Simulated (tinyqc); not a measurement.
Which mechanism rules? Model: leakage currents through a thin dielectric. Computed by tinyqc, a small Python program. Command: `OMP_NUM_THREADS=1 python tinyqc.py 3002677 3002678 out.jsonl leak walk`. One thread of a shared host (Intel(R) Xeon(R) Processor @ 2.30GHz), about 0.03 s of CPU time with the checks.

Electrons leave an electrode with Fermi energy E_F above its band bottom; barriers are counted from the Fermi level, and both electrodes are alike. They cross the interlayer first.

Inputs (values chosen for the exercise, modelled on HfO2):
```
quantity,value,unit
barrier height phi_B,1.53,eV
tunnelling mass m,0.22,m_0
static permittivity k,21.9,-
optical permittivity k_o,3.89,-
trap depth phi_t,1.1,eV
Poole-Frenkel prefactor sigma_0,7.3e-06,S/cm
thickness t,6,nm
electrode Fermi energy E_F,6.6,eV
electrode mass m_e,0.3,m_0
voltage V,2,V
temperature T,473,K
interlayer thickness t_i,0.93,nm
interlayer barrier phi_i,3.15,eV
interlayer mass m_i,0.46,m_0
interlayer permittivity k_i,3.9,-
```

Stack: dielectric on an interlayer.

Constants: e = 1.602176634e-19 C; eps_0 = 8.8541878128e-12 F/m; k_B = 8.617333262e-05 eV/K; m_0 = 9.1093837015e-31 kg; k_B = 1.380649e-23 J/K; h = 6.62607015e-34 J s; hbar = 1.054571817e-34 J s.

Method:
- Fields: F_i = V/(t_i + t k_i/k), F = F_i k_i/k; equivalent oxide thickness 3.9 (t/k + t_i/k_i).
- WKB: a layer of mass m, field F and barrier b(x) = b_0 - e F x gives the exponent (4 sqrt(2 m)/(3 hbar e F)) [b_0^(3/2) - max(b_0 - e F t, 0)^(3/2)] for b_0 > 0; b_0 = barrier - (E - E_F), less e F_i t_i for the second layer; the transmission is D(E) = exp(-sum of exponents), without image force.
- Tsu-Esaki: J = (e m_e k_B T/(2 pi^2 hbar^3)) int D(E) ln[(1 + exp((E_F - E)/k_B T))/(1 + exp((E_F - eV - E)/k_B T))] dE over the normal energy E (its change with the mass at an interface is neglected) from max(0, E_F - 3 eV) to E_F + largest barrier, by 100 Gauss-Legendre points in each part, split at E_F - 0.3 eV (if inside the range) and E_F + 8 k_B T.
- Schottky emission J = A T^2 exp(-(phi_B - sqrt(e^3 F/(4 pi k_o eps_0)))/k_B T), A = 4 pi e m k_B^2/h^3 with the tunnelling mass; Poole-Frenkel J = sigma_0 F exp(-(phi_t - sqrt(e^3 F/(pi k_o eps_0)))/k_B T); both use the field F of the dielectric and ignore the interlayer.

Current densities (A/cm^2):
```
V (V),F (MV/cm),tunnelling,Schottky,Poole-Frenkel
0.4,0.3564,4.0311e-11,4.9409e-09,1.3888e-09
0.7,0.6238,2.2513e-09,1.2273e-08,1.4997e-08
1.0,0.8911,1.5282e-07,2.5413e-08,9.1852e-08
1.4,1.2475,5.6020e-05,5.7491e-08,6.5813e-07
1.7,1.5148,5.2258e-03,9.8406e-08,2.3414e-06
2.0,1.7822,3.1472e-01,1.6092e-07,7.3660e-06
2.4,2.1386,2.1499e+01,2.9364e-07,2.9432e-05
3.0,2.6732,1.2636e+03,6.6323e-07,1.8769e-04
```

What does the comparison show, and why?

The largest current is Schottky emission at 0.400, Poole-Frenkel at 0.700, tunnelling from 1.00 to 3.00 V. Over the table tunnelling grows by 13.5 decades, Schottky by 2.1 and Poole-Frenkel by 5.1. A plot of ln(J/F) against sqrt(F) for the Poole-Frenkel column has the slope 9.44 per sqrt(MV/cm), from which k_o follows; reading it as Schottky emission would give about k_o/4.

Extremes, crossings and ranges named in words are read from the listed rows.
